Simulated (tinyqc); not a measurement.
The window of frequencies: the 3-omega method: a line heater on a substrate with a thin film. Computed by tinyqc, a small Python program. Command: `OMP_NUM_THREADS=1 python tinyqc.py 3005206 3005207 out.jsonl threeomega walk`. One thread of a shared host (Intel(R) Xeon(R) Processor @ 2.30GHz), about 0.01 s of CPU time with the checks.

A current at angular frequency omega = 2 pi f heats the line at 2 omega with the amplitude P per length; the temperature swing Delta T at 2 omega gives a voltage at 3 omega. The substrate is taken as semi-infinite and isotropic, and the heat capacity of heater and film is left out.

Inputs (values chosen for the exercise, modelled on a phase-change telluride on silica):

| quantity | value | unit |
|---|---|---|
| substrate conductivity kappa | 1.41 | W/(m K) |
| substrate heat capacity C | 1.59 | 1e6 J/(m^3 K) |
| heater half-width b | 8.8 | micrometre |
| power amplitude per length P | 1.6 | W/m |
| current frequency f | 24 | Hz |
| substrate thickness d_s | 725 | micrometre |

Method:
- D = kappa/C; q = sqrt(2 i omega/D); penetration depth 1/|q| = sqrt(D/(2 omega)).
- Delta T_s = (P/(pi kappa)) int_0^infinity (sin x/x)^2 / sqrt(x^2 + (q b)^2) dx with (q b)^2 = i |q b|^2, averaged over the heater width (12 Gauss-Legendre points on each of the pieces 0, 14 log-spaced edges from 1e-5 to 1, and multiples of pi to 40 pi; the tail adds 1/(4 (40 pi)^2)).
- For |q| b much below 1: Delta T_s = (P/(pi kappa)) [-ln(|q| b) + eta - i pi/4], eta = 3/2 - C_E = 0.92278, with Euler's C_E = 0.5772157.
- The slope value uses each f and 2f: kappa = P ln 2/(2 pi [Delta T(f) - Delta T(2f)]).

diffusivity D = 0.886792 mm^2/s

Bare substrate:

| f (Hz) | penetration depth (micrometre) | \|q\| b | in-phase (K) | out-of-phase (K) | narrow-line form (K) | kappa from the slope (W/(m K)) |
|---|---|---|---|---|---|---|
| 0.0091 | 2784.7 | 0.0031601 | 2.4128 | -0.28368 | 2.4128 | 1.4100 |
| 0.091 | 880.61 | 0.0099930 | 1.9970 | -0.28365 | 1.9970 | 1.4101 |
| 0.91 | 278.47 | 0.031601 | 1.5812 | -0.28342 | 1.5811 | 1.4105 |
| 4.6 | 123.86 | 0.071049 | 1.2887 | -0.28258 | 1.2885 | 1.4127 |
| 18 | 62.614 | 0.14054 | 1.0430 | -0.28016 | 1.0421 | 1.4204 |
| 91 | 27.847 | 0.31601 | 0.75399 | -0.27067 | 0.74941 | 1.4609 |
| 360 | 14.001 | 0.62853 | 0.51806 | -0.24802 | 0.50104 | 1.6009 |
| 1800 | 6.2614 | 1.4054 | 0.27961 | -0.18949 | 0.21038 | 2.2674 |
| 9100 | 2.7847 | 3.1601 | 0.12705 | -0.10888 | -0.082286 | 4.7348 |
| 55000 | 1.1327 | 7.7689 | 0.051641 | -0.048649 | -0.40720 | 11.670 |

What follows from these numbers?

The slope gives kappa within 1 % up to |q| b = 0.14 (f = 18 Hz) among these rows. The penetration depth stays under d_s/5 = 145 micrometre from f = 4.6 Hz up, so a usable window lies between the two. At high f the flow turns one-dimensional: in-phase and out-of-phase parts become equal in size (ratio 0.94 in the last row) and fall as f^(-1/2) (exponent -0.50).
